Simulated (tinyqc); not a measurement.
Stress in a transistor channel from embedded alloy regions, liners and fins, by half-space elasticity. Inputs raised by 2 %, one at a time. Computed by tinyqc, a small Python program. Command: `OMP_NUM_THREADS=1 python tinyqc.py 3011190 3011191 out.jsonl stressor sens`. One thread of a shared host (Intel(R) Xeon(R) Processor @ 2.30GHz), about 0.06 s of CPU time with the checks.

Plane strain in an isotropic half-space, the same constants everywhere; x along the channel from its centre, y downwards from the free surface; stress is positive in tension.

Inputs (values chosen for the exercise, modelled on silicon):

| quantity | value | unit |
|---|---|---|
| alloy fraction x | 0.02 | - |
| lattice change per unit x, beta | -0.442 | - |
| Young's modulus E | 161 | GPa |
| Poisson ratio nu | 0.26 | - |
| channel length L | 44 | nm |
| length of each stressor S | 95 | nm |
| recess depth d | 65 | nm |
| depth of the field point y | 2.8 | nm |
| length of a cut fin or stripe | 280 | nm |
| height of the strained layer h | 46 | nm |

Stressor: Si(1-x)C(x) source and drain.

Method:
- Misfit e = beta x. A fully constrained inclusion holds the stress -p with p = E e/(1 - 2 nu); a blanket film would hold -E e/(1 - nu) in the plane.
- A line element dA of misfit at (a, c) in the half-space gives, with C = E e/(2 pi (1 - nu)), X = x - a, r1^2 = X^2 + (y - c)^2, r2^2 = X^2 + Y^2, Y = y + c: s_xx = -C dA {[X^2 - (y - c)^2]/r1^4 + 3 [X^2 - Y^2]/r2^4 + 4 y Y (Y^2 - 3 X^2)/r2^6}, s_yy = C dA {[X^2 - (y - c)^2]/r1^4 - [X^2 - Y^2]/r2^4 + 4 y Y (Y^2 - 3 X^2)/r2^6}. These are integrated over two rectangles, L/2 < |a| < L/2 + S, 0 < c < d (closed form in a, 200 Gauss-Legendre points in c).
- At x = y = 0 the integral is s_xx = -(4/pi) [E e/(1 - nu)] [arctan(2 d/L) - arctan(d/(L/2 + S))].
- Shear-lag estimate for a stripe of length l and height h on a like substrate: the stress along it is s(x)/s_film = 1 - cosh(x/lam)/cosh(l/(2 lam)), lam = (pi/2) g h with g = 1.258; mean = 1 - (2 lam/l) tanh(l/(2 lam)).

Runs:

| input moved | from | to | s_xx (MPa) | s_yy (MPa) | s_xx at the surface (MPa) | share kept on average |
|---|---|---|---|---|---|---|
| base run | - | - | 1541.6 | -0.89941 | 1805.6 | 0.40776 |
| alloy fraction x | 0.02 | 0.0204 | 1572.4 | -0.91739 | 1841.7 | 0.40776 |
| Young's modulus E (GPa) | 161 | 164.22 | 1572.4 | -0.91739 | 1841.7 | 0.40776 |
| length of each stressor S (nm) | 95 | 96.9 | 1557.7 | -0.88517 | 1822.3 | 0.40776 |
| recess depth d (nm) | 65 | 66.3 | 1535.0 | -0.95895 | 1799.5 | 0.40776 |
| depth of the field point y (nm) | 2.8 | 2.856 | 1536.4 | -0.96933 | 1805.6 | 0.40776 |
| length of a cut fin or stripe (nm) | 280 | 285.6 | 1541.6 | -0.89941 | 1805.6 | 0.41617 |
| height of the strained layer h (nm) | 46 | 46.92 | 1541.6 | -0.89941 | 1805.6 | 0.39937 |

Exponents ln(y'/y) / ln(x'/x):

| input | s_xx | s_yy | s_xx at the surface | share kept on average |
|---|---|---|---|---|
| alloy fraction x | 1.000 | 1.000 | 1.000 | 0.000 |
| Young's modulus E | 1.000 | 1.000 | 1.000 | 0.000 |
| length of each stressor S | 0.524 | -0.806 | 0.464 | 0.000 |
| recess depth d | -0.219 | 3.237 | -0.170 | 0.000 |
| depth of the field point y | -0.170 | 3.781 | 0.000 | 0.000 |
| length of a cut fin or stripe | 0.000 | 0.000 | 0.000 | 1.031 |
| height of the strained layer h | 0.000 | 0.000 | 0.000 | -1.050 |

Which inputs matter most for each result?

Among the inputs moved here: s_xx answers most in size to alloy fraction x (exponent +1.000), and about equally to Young's modulus E (+1.000); its exponent is below 0.0005 for length of a cut fin or stripe, height of the strained layer h. Its exponent +1.000 in alloy fraction x: linear elasticity. s_yy answers most in size to depth of the field point y (exponent +3.781), next to recess depth d (+3.237); its exponent is below 0.0005 for length of a cut fin or stripe, height of the strained layer h. s_xx at the surface answers most in size to alloy fraction x (exponent +1.000), and about equally to Young's modulus E (+1.000); its exponent is below 0.0005 for depth of the field point y, length of a cut fin or stripe, height of the strained layer h. Share kept on average answers most in size to height of the strained layer h (exponent -1.050), and about equally to length of a cut fin or stripe (+1.031); its exponent is below 0.0005 for alloy fraction x, Young's modulus E, length of each stressor S, recess depth d, depth of the field point y.
